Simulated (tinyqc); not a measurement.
# CMOS latch-up, two-transistor model: what changes with what

A parasitic pnp (emitter at Vdd, base shunted by Rw) and npn (emitter at ground, base shunted by Rs) feed each other: the npn collector current flows out of the pnp base node, the pnp collector current into the npn base node. Forward-active transistors with constant gains: Icn = Isn exp(Vn/Vt), Icp = Isp (exp(Vp/Vt) - 1). A current Ii is injected into the npn base node.

Values chosen for this exercise; values close to those of bulk CMOS: temperature T = 300 K; current gain of the npn bn = 16.2; current gain of the pnp bp = 5.3; saturation current of the npn at T Isn = 2.2e-15 A; saturation current of the pnp at T Isp = 3.1e-15 A; substrate resistance shunting the npn Rs = 94 ohm; well resistance shunting the pnp Rw = 810 ohm; resistance from the pnp collector to the npn base R2 = 340 ohm; base-emitter voltage in the on state Von = 0.72 V; saturation voltage Vsat = 0.19 V; supply voltage Vdd = 2.5 V.

Constants: q = 1.602176634e-19 C, kB = 1.380649e-23 J/K, Vt = kB T/q. Results are converted to the units shown.

Each table varies one quantity; the others keep the values above.

## Effect of the well resistance shunting the pnp

Node equations: Vp/Rw + Icp/bp = Icn and Vn/Rs + Icn/bn = Icp + Ii. Loop gain G = gn gp/[(1/Rw + gp/bp)(1/Rs + gn/bn)], gn = Icn/Vt, gp = (Icp + Isp)/Vt; the off state ends where G = 1, and Ii there is the trigger current. On state with both base-emitter voltages at Von: npn base current Ib = (Von/Rs + bp Von/Rw)/(bn bp - 1), holding current Ih = (bn + 1) Ib + Von/Rs, holding voltage Vh = Vsat + Von + R2 (Ib + Von/Rs).

Effect of the well resistance shunting the pnp:
```
Rw (ohm)	Vn at trigger (V)	trigger current (mA)	Ih (mA)	Vh (V)
81	0.7456	8.354	18.76	3.734
160	0.7276	7.944	14.05	3.641
300	0.7111	7.666	11.79	3.596
580	0.6939	7.428	10.55	3.571
1100	0.6774	7.224	9.915	3.559
2200	0.6597	7.018	9.564	3.552
4200	0.6436	6.836	9.396	3.549
8100	0.6286	6.659	9.308	3.547
```

As Rw goes from 81 to 8100 ohm, the trigger current falls from 8.35 to 6.66 mA, Ih falls from 18.8 to 9.31 mA and Vh falls from 3.73 to 3.55 V. Vh exceeds the supply Vdd = 2.5 V, which then cannot sustain a latched state, in 8 of the 8 rows. For Rw = 81, 160 Vn at the trigger exceeds the fixed Von of the on-state formulas, so Ih and Vh are too low there.

## Effect of the current gain of the pnp

Same model as above.

Effect of the current gain of the pnp:
```
bp	Vn at trigger (V)	trigger current (mA)	Ih (mA)	Vh (V)
0.076	0.7707	7.986	582.5	14.88
0.16	0.7212	7.520	91.95	5.180
0.32	0.6981	7.373	40.32	4.160
0.67	0.6878	7.332	22.07	3.799
1.4	0.6860	7.323	14.72	3.654
2.8	0.6855	7.320	11.59	3.592
5.8	0.6853	7.319	10.03	3.561
12	0.6852	7.318	9.289	3.546
```

As bp goes from 0.076 to 12, the trigger current falls from 7.99 to 7.32 mA, Ih falls from 583 to 9.29 mA and Vh falls from 14.9 to 3.55 V. Vh exceeds the supply Vdd = 2.5 V, which then cannot sustain a latched state, in 8 of the 8 rows. For bp = 0.037 the product of the gains is about one or less, so there is no latched state. For bp = 0.076, 0.16 the holding current passes 50 mA, where high injection lowers the gains. For bp = 0.076, 0.16 Vn at the trigger exceeds the fixed Von of the on-state formulas, so Ih and Vh are too low there.

Computed by the program tinyqc: `OMP_NUM_THREADS=1 python tinyqc.py 2670053 2670054 out.jsonl`, one thread of a shared Intel Xeon 2.30GHz, about 0.05 s for the whole run.
